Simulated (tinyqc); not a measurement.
## Pelgrom slope, floor and doping from two device sizes

Question. s^2 = A^2/(L W) + s0^2, with s0 independent of size and A = (q/Cox) sqrt(Na Wd/3) from random dopants alone, Cox = 3.9 eps0/ti. Find A, s0 and Na.

Values chosen for this exercise:
- ti = 1.6 nm (oxide-equivalent thickness in inversion)

Constants: q = 1.602176634e-19 C, eps0 = 8.8541878128e-14 F/cm where lengths are in cm. Results are converted to the units shown.

s for gate areas 0.0099 and 0.089 um^2 (mV): [10.4405670, 6.32431535]
Wd = 29.8889244 nm

Solution. s^2 is linear in 1/area: slope A^2, intercept s0^2.

A = 0.877 mV um
s0 = 5.60 mV
Na = 1.40e18 cm^-3

Computed by the program tinyqc: `OMP_NUM_THREADS=1 python tinyqc.py 2090141 2090142 out.jsonl`, one thread of a shared Intel Xeon 2.30GHz, about 0.02 s for the whole run.
